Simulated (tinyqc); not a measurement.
AlGaN/GaN HEMT with access regions, lumped model: two steps of the calculation.

A polarisation-induced electron sheet under a Schottky gate, in series with two ungated access regions and contacts. Drift law v = mu E/(1 + mu E/vs) under the gate. Currents in mA/mm, resistances in ohm mm. No self-heating, no channel-length modulation; fits for polarisation, barrier and offset are chosen for the exercise.

Values chosen for this exercise; values close to those of AlGaN/GaN structures: aluminium share of the barrier x = 0.19; barrier thickness d = 18 nm; relative permittivity of barrier and channel eps_r = 9.3; channel mobility mu = 1500 cm^2/(V s); saturation velocity vs = 1.5e7 cm/s; gate length Lg = 0.15 um; source access length Ls = 0.5 um; drain access length Ld = 1.5 um; resistance of each contact Rc = 0.42 ohm mm; share of the drain-access electrons removed by traps ft = 0; gate voltage Vg = 0 V; drain voltage Vd = 1 V.

Constants: q = 1.602176634e-19 C, eps0 = 8.8541878128e-14 F/cm where lengths are in cm. Results are converted to the units shown.

Question 1. Polarisation charge, threshold and sheet resistance. sigma = (5e13 x + 1.6e13 x^2) cm^-2, phiB = 0.84 + 1.3 x, dEc = 0.7 (1.71 x + x^2) in volts, Cb = eps0 eps_r/d, VT = phiB - dEc - q sigma/Cb, access density n0 = -Cb VT/q. Rsh = 1/(q mu n0); largest access current q n0 vs.

Wanted: sigma; Cb; VT; n0; Rsh; q n0 vs.

Answer 1.

sigma = 1.0078e13 cm^-2
Cb = 0.45747 uF/cm^2
VT = -2.6952 V
n0 = 7.6954e12 cm^-2
Rsh = 540.71 ohm
q n0 vs = 1849.4 mA/mm

Question 2. Drain current. Access resistance R(L, n) = L/(q mu n sqrt(1 - (I/(q n vs))^2)); Rs = Rc + R(Ls, n0), Rd = Rc + R(Ld, (1 - ft) n0). Vg' = Vg - I Rs, Vd' = Vd - I (Rs + Rd); with u = Vg' - VT, Vc = vs Lg/mu and w the smaller of Vd' and Vc [sqrt(1 + 2 u/Vc) - 1] (0 if negative), the channel gives (mu Cb/Lg)(u w - w^2/2)/(1 + w/Vc). I(new) = I + 0.1 (channel current - I).

I at the start = 380 mA/mm
VT = -2.6951606 V
Cb = 0.45746637 uF/cm^2
n0 = 7.6954395e12 cm^-2

Wanted: Rs; Rd; Vg'; Vd'; channel current; I after iteration 1.

Answer 2.

Rs = 0.69625 ohm mm
Rd = 1.2487 ohm mm
Vg' = -0.26457 V
Vd' = 0.26090 V
channel current = 1002.2 mA/mm
I after iteration 1 = 442.22 mA/mm

Program tinyqc, `OMP_NUM_THREADS=1 python tinyqc.py 2570174 2570175 out.jsonl`; Intel Xeon 2.30GHz, shared host, one thread, about 0.04 s.
